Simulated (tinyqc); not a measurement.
Resistance of a source-drain extension with a graded tip: one step of the calculation.

y runs along the channel, the gate covers y > 0. The doping is N0 for y < y0 and N0 10^(-(y - y0)/la) beyond, uniform over the depth xj. Sheet conductance s(y) = q mu(N) max(N - Nch, 0) xj + (for y > 0) ma Cox Vo, with mu(N) = u0 + (u1 - u0)/(1 + (N/Nr)^au) and Cox = eps0 eox/tox. Current is taken as one-dimensional; depletion of the tip, spreading and the contact are left out. The metallurgical junction lies at yj, where N = Nch.

Problem. Sheet resistances and junction position. yj = y0 + la log10(N0/Nch); sheet resistance of the full extension 1/[q mu(N0)(N0 - Nch) xj] and of the gate-induced layer 1/(ma Cox Vo); metallurgical length Lg - 2 yj; ye is where the doped and the gate-induced conductances are equal.

Values chosen for this exercise; mobility law close to that of electrons in silicon: relative permittivity of the gate insulator (close to silicon dioxide) eox = 3.9; insulator thickness tox = 3.2 nm; active doping of the extension far from the gate N0 = 1.5e20 cm^-3; lateral abruptness la = 3.9 nm/decade; position under the gate where the fall begins (gate edge at 0) y0 = 3.6 nm; depth of the extension xj = 27 nm; channel doping Nch = 4.7e17 cm^-3; gate overdrive Vo = 0.8 V; mobility of the gate-induced layer ma = 120 cm^2/(V s); mobility at low doping u1 = 1414 cm^2/(V s); mobility at high doping u0 = 68.5 cm^2/(V s); reference doping Nr = 9.2e16 cm^-3; exponent au = 0.711; gate length Lg = 90 nm.

Constants: q = 1.602176634e-19 C, eps0 = 8.8541878128e-14 F/cm where lengths are in cm. Results are converted to the units shown.

Wanted: yj; sheet resistance of the extension; sheet resistance of the induced layer; metallurgical length; ye; N at ye.

Solution.

yj = 13.366 nm
sheet resistance of the extension = 204.87 ohm/square
sheet resistance of the induced layer = 9653.1 ohm/square
metallurgical length = 63.269 nm
ye = 11.390 nm
N at ye = 1.5092e18 cm^-3

The gate takes over 1.98 nm before the junction, where N is still 3.21 times the channel doping.

Computed by the program tinyqc: `OMP_NUM_THREADS=1 python tinyqc.py 2282010 2282011 out.jsonl`, one thread of a shared Intel Xeon 2.30GHz, about 0.05 s for the whole run.
